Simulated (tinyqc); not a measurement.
Global model of a low-pressure process discharge: electron temperature, density, ion flux and ion energy: one step, computed by the program tinyqc.

Maxwellian electrons with temperature T_e in eV, one positive ion, no negative ions, uniform bulk density n; rate constants have the Arrhenius form.

Task: Energy per pair and density. E_c = E_iz + (X0 exp(-E_ex/T_e) E_ex + K_el (3 m_0/M) T_e)/K_iz; wall potential V_s = (T_e/2) ln(M/(2 pi m_0)); E_T = E_c + 2 T_e + T_e/2 + V_s; n = P/(e u_B A_eff E_T); ion current density J = e h_L n u_B; ionised share n/n_g.

Inputs (values chosen for the exercise, of the order of those of an inductive discharge in a simple atomic gas): ion mass M = 28 u; ionisation energy E_iz = 17.2 eV; excitation prefactor X0 = 9.2e-15 m^3/s; excitation energy E_ex = 8.62 eV; elastic rate constant K_el = 1.7e-13 m^3/s; gas temperature T_g = 600 K; absorbed power P = 390 W.

T_e = 2.737812 eV

K_iz = 1.401697e-16 m^3/s

Bohm velocity u_B = 3071.521 m/s

A_eff = 560.7394 cm^2

h_L = 0.2635437

gas density n_g = 1.448594e+20 1/m^3

Constants: m_0 = 9.1093837015e-31 kg; u = 1.6605390666e-27 kg; e = 1.602176634e-19 C.

Give: collisional loss per pair E_c; wall potential V_s; E_T; plasma density n; ion current density J; ionised share.

Result:

collisional loss per pair E_c = 41.68 eV

wall potential V_s = 12.32 V

E_T = 60.84 eV

plasma density n = 2.323e+11 1/cm^3

ion current density J = 3.013 mA/cm^2

ionised share = 0.001604

Collisions take 68 % of the power and the walls the rest. T_e came from the particle balance alone; the power sets only n.
